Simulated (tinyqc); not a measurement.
Image-sensor pixel with a pinned photodiode, signal and noise: one step of the calculation.

A buried n layer between a heavily doped p+ surface layer and a p layer is emptied into a floating diffusion, read through a source follower with correlated double sampling (reset noise cancelled). One-dimensional abrupt junctions; no blooming, lag or crosstalk.

Question. Noise budget. Signal S = QE Ph; variance = S + dark rate x ti + (read noise)^2 + (pr S)^2; SNR = 20 log10(S/noise); dynamic range 20 log10(FW/noise at S = 0).

Parameters, values chosen for the exercise; material values close to those of silicon:
```
symbol  value  unit                                 meaning
pr        0.8     %                     gain non-uniformity
ti          1    ms                                exposure
Ph        400        photons on the photodiode per exposure
```

QE = 0.25648318
generation rate = 2.7637933 electrons/s
diffusion rate = 0.055306214 electrons/s
read noise = 1.6622124 electrons
FW = 12919.924 electrons

Find: S; variances; noise; SNR; dynamic range.

Answer.

S = 102.6 electrons
variances (electrons^2): photon shot 102.6, dark shot 0.002819, read 2.763, non-uniformity 0.6736
noise = 10.30 electrons
SNR = 19.97 dB
dynamic range = 77.81 dB

The largest part, 96.8 % of the variance, is photon shot noise.

Program tinyqc, `OMP_NUM_THREADS=1 python tinyqc.py 2630107 2630108 out.jsonl`; Intel Xeon 2.30GHz, shared host, one thread, about 0.01 s.
